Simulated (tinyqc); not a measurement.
Bound state in one dimension: Numerov shooting, finite differences, DVR, step by step. Computed by tinyqc, a small Python program that keeps every step. Settings: points = 48. Command: `OMP_NUM_THREADS=1 python tinyqc.py 31783 31784 out.jsonl` (the two numbers bound the seeds that draw the settings). One thread of a shared host (Intel(R) Xeon(R) Processor @ 2.60GHz), about 0.01 s of CPU time with the checks.

## Numerov steps at E = 0.1

One particle of mass 1 in V = 9.47 (1 - exp(-0.45 x))^2 (atomic units), psi = 0 at both ends:
```
parameter                 value
left end              -1.600000
right end                     7
intervals                    48
h                      0.179167
state sought (nodes)          1
```

k_i = 2 m (E - V_i); (1 + h^2 k_(i+1)/12) y_(i+1) = 2 (1 - 5 h^2 k_i/12) y_i - (1 + h^2 k_(i-1)/12) y_(i-1), from y_0 = 0, y_1 = 0.001.

Points along the way:
```
i         x        V         k       y
0   -1.6000  10.5290  -20.8580  0.0000
1   -1.4208   7.5907  -14.9814  0.0010
2   -1.2417   5.3054  -10.4108  0.0025
3   -1.0625   3.5591   -6.9182  0.0048
4   -0.8833   2.2561   -4.3123  0.0081
5   -0.7042   1.3164   -2.4327  0.0125
16   1.2667   1.7876   -3.3753  0.1102
17   1.4458   2.1663   -4.1326  0.1448
18   1.6250   2.5478   -4.8957  0.1990
19   1.8042   2.9273   -5.6545  0.2852
20   1.9833   3.3006   -6.4013  0.4244
21   2.1625   3.6650   -7.1299  0.6531
```

## Bisection on the node count

With more sign changes than the state has nodes (the last point included) the energy is too high, else too low; the bracket starts as 0.1 to 10.

Trials:
```
trial         E  sign changes  y at the right end   next
1      5.050000             3           -1.88e+01  lower
2      2.575000             1           -3.65e+03  raise
3      3.812500             2            4.03e+02  lower
4      3.193750             2            1.97e+03  lower
5      2.884375             2            1.76e+03  lower
6      2.729687             2            1.46e+02  lower
7      2.652344             1           -1.40e+03  raise
8      2.691016             1           -5.52e+02  raise
9      2.710352             1           -1.85e+02  raise
10     2.720020             1           -1.49e+01  raise
11     2.724854             2            6.68e+01  lower
12     2.722437             2            2.63e+01  lower
13     2.721228             2            5.77e+00  lower
14     2.720624             1           -4.53e+00  raise
...         ...           ...                 ...    ...
28     2.720889             2            5.11e-04  lower
29     2.720889             2            1.97e-04  lower
30     2.720889             2            3.96e-05  lower
```

eigenvalue = 2.720889 hartree

## The same grid by other methods

Three-point finite differences and the sine-DVR kinetic matrix of Colbert and Miller on the same points.

Lowest levels (hartree):
```
state  finite differences     DVR
0                  0.9529  0.9563
1                  2.7064  2.7211
2                  4.2589  4.2904
3                  5.6114  5.6601
```
